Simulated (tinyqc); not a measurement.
# Trap density from one capacitance

Question. Traps spread evenly through the insulator exchange electrons with the semiconductor by tunnelling, with tau(x) = t0 exp(2 ka x) at depth x from the interface. The admittance per area Y seen at depth x obeys dY/dx = -Y^2/(i w eps0 eox) + q Nb ln(1 + i w tau)/tau, with Y(0) = i w Cs and w = 2 pi f; the gate sees Y(tox) = G + i w C. Working variable y = Y/(i w), in uF/cm^2. Cox = eps0 eox/tox. Find Nb and G/w.

Parameters, values chosen for the exercise:

| symbol | value | unit | meaning |
|---|---|---|---|
| eox | 8.82 |  | relative permittivity of the insulator |
| tox | 5.8 | nm | insulator thickness |
| Cs | 1.4 | uF/cm^2 | semiconductor capacitance in accumulation |
| ka | 4.8 | 1/nm | decay constant of the wave function in the insulator |
| t0 | 3e-10 | s | time constant of a trap at the interface |
| f | 100 | Hz | frequency |

Constants: q = 1.602176634e-19 C, eps0 = 8.8541878128e-14 F/cm where lengths are in cm. Results are converted to the units shown.

C = 0.72888478 uF/cm^2

Solution. C rises steadily with Nb, so one density matches; in practice ka and t0 must come from the frequency dependence.

Nb = 5.00e18 cm^-3 eV^-1
G/w = 0.00503 uF/cm^2

tinyqc, about 0.4 s, one thread, Intel Xeon 2.30GHz (shared host): `OMP_NUM_THREADS=1 python tinyqc.py 2202068 2202069 out.jsonl`
